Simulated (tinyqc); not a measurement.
Electrons shared among three sets of ellipsoidal valleys: one step. Drift and Hall mobility of the mixture. Three cases, with inputs chosen for the exercise.

Problem. With f_i the shares, mu_drift = sum f_i mu_i; low-field Hall mobility mu_H = sum f_i mu_i^2/mu_drift (scattering and anisotropy factors set to 1); the Hall density is n mu_drift/mu_H; rho = 1/(e n mu_drift), e = 1.602176634e-19 C.

Case 1.

Values chosen (out of a larger set: masses and offsets near those of GaSb; mobilities are free inputs, held fixed; not measured data): mu = (6100, 810, 320) cm^2/(V s) (mobility of each set); n = 1.9e+19 1/cm^3 (total electron density).

shares: Gamma 0.056929, L 0.940009, X 0.003062

Case 2.

Values chosen (out of a larger set: masses and offsets near those of GaAs; mobilities are free inputs, held fixed; not measured data): mu = (9000, 830, 350) cm^2/(V s) (mobility of each set); n = 4.8e+19 1/cm^3 (total electron density).

shares: Gamma 0.243958, L 0.732585, X 0.023457

Case 3.

Values chosen (out of a larger set: masses and offsets near those of Si; mobilities are free inputs, held fixed; not measured data): mu = (1600, 1100, 540) cm^2/(V s) (mobility of each set, for current in the plane normal to the Delta2 axis); n = 4e+16 1/cm^3 (total electron density).

shares: Delta2 0.667972, Delta4 0.332028, L 0.000000

Give: mu_drift; mu_H; Hall density; rho.

Solution.

Case 1.

mu_drift = 1110 cm^2/(V s)
mu_H = 2465 cm^2/(V s)
Hall density = 8.55e+18 1/cm^3
rho = 0.000296 ohm cm

A Hall measurement would read 45.0 % of the true density. The mobilities are of the size met in pure crystals; at this density impurities would cut them and raise rho, by a factor of two to ten or more depending on crystal and density.

Case 2.

mu_drift = 2812 cm^2/(V s)
mu_H = 7208 cm^2/(V s)
Hall density = 1.87e+19 1/cm^3
rho = 4.62e-05 ohm cm

A Hall measurement would read 39.0 % of the true density. The mobilities are of the size met in pure crystals; at this density impurities would cut them and raise rho, by a factor of two to ten or more depending on crystal and density.

Case 3.

mu_drift = 1434 cm^2/(V s)
mu_H = 1473 cm^2/(V s)
Hall density = 3.89e+16 1/cm^3
rho = 0.109 ohm cm

A Hall measurement would read 97.4 % of the true density.

Computed by tinyqc, one run a case: `OMP_NUM_THREADS=1 python tinyqc.py N N+1 out.jsonl` with N = 1651031, 1651147, 1651536; one thread of a shared Intel(R) Xeon(R) Processor @ 2.30GHz, about 0.02 s a run at most.
